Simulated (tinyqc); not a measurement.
Effective mass of the light-hole band from tabulated energies: one step. Which mass for which use. Five cases, with inputs chosen for the exercise.

Task: From the fitted m and alpha: momentum mass at energy E, m (1 + 2 alpha E); curvature mass m (1 + 2 alpha E)^3; thermal factors to first order in alpha kT: density of states Nc (1 + 15 alpha kT/4), conductivity mass m (1 + 5 alpha kT). Take E = 3 kT/2.

Constants: kB = 8.617333262e-05 eV/K.

Case 1.

Values chosen (out of a larger set: band of an eight-band Kane model near Ge; not measured data): T = 77 K (temperature).

m = 0.0401437 m0
alpha = 2.95237 1/eV

Case 2.

Values chosen (out of a larger set: band of an eight-band Kane model near CdTe; not measured data): T = 300 K (temperature).

m = 0.1062343 m0
alpha = 1.16742 1/eV

Case 3.

Values chosen (out of a larger set: band of an eight-band Kane model near InAs; not measured data): T = 77 K (temperature).

m = 0.0261389 m0
alpha = 3.48844 1/eV

Case 4.

Values chosen (out of a larger set: band of an eight-band Kane model near InP; not measured data): T = 77 K (temperature).

m = 0.1106809 m0
alpha = 5.83642 1/eV

Case 5.

Values chosen (out of a larger set: band of an eight-band Kane model near InSb; not measured data): T = 300 K (temperature).

m = 0.0148146 m0
alpha = 4.80098 1/eV

Give: alpha kT; momentum mass; curvature mass; factor on Nc; thermal conductivity mass.

Result:

Case 1.

alpha kT = 0.0196
momentum mass = 0.04250 m0
curvature mass = 0.04765 m0
factor on Nc = 1.0735
thermal conductivity mass = 0.04408 m0

alpha kT is small, so first order serves. For a warped valence band one direction does not stand for the whole band.

Case 2.

alpha kT = 0.0302
momentum mass = 0.11585 m0
curvature mass = 0.13778 m0
factor on Nc = 1.1132
thermal conductivity mass = 0.12227 m0

alpha kT is small, so first order serves. For a warped valence band one direction does not stand for the whole band.

Case 3.

alpha kT = 0.0231
momentum mass = 0.02795 m0
curvature mass = 0.03197 m0
factor on Nc = 1.0868
thermal conductivity mass = 0.02916 m0

alpha kT is small, so first order serves. For a warped valence band one direction does not stand for the whole band.

Case 4.

alpha kT = 0.0387
momentum mass = 0.12354 m0
curvature mass = 0.15391 m0
factor on Nc = 1.1452
thermal conductivity mass = 0.13211 m0

alpha kT is small, so first order serves. For a warped valence band one direction does not stand for the whole band.

Case 5.

alpha kT = 0.1241
momentum mass = 0.02033 m0
curvature mass = 0.03829 m0
factor on Nc = 1.4654
thermal conductivity mass = 0.02401 m0

alpha kT is not small, so first order is only a guide. For a warped valence band one direction does not stand for the whole band.

Computed by tinyqc, one run a case: `OMP_NUM_THREADS=1 python tinyqc.py N N+1 out.jsonl` with N = 1851163, 1880064, 1880217, 1880261, 1880671; one thread of a shared Intel(R) Xeon(R) Processor @ 2.30GHz, about 0.01 s a run at most.
